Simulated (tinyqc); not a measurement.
Stoner model of a band magnet at zero temperature: one step, computed by the program tinyqc.

Five orbitals per spin share one band; u = (E - E_bottom)/W runs from 0 to 1, and the states per spin, atom and energy are g = 5 d(u)/W with d = (8/pi) sqrt(u (1 - u)). N(u) is the integral of d from 0. The moment m = n_up - n_down (electrons per atom) moves the fillings to n +/- m/10; the energy is E(m) = E_band(m) - I m^2/4.

Question. The paramagnetic state. Solve N(u_F) = n; g_F = 5 d(u_F)/W; the Stoner product is I g_F.

Inputs (values chosen for the exercise, for a model d band): band width W = 5.1 eV; filling n per spin orbital = 0.17; Stoner parameter I = 0.563 eV.

Density of states: semi-elliptic.

Give: u_F; g_F; Stoner product I g_F.

Answer.

u_F = 0.22649

g_F = 1.0450 1/eV

Stoner product I g_F = 0.58831

I g_F < 1: the paramagnet is locally stable.
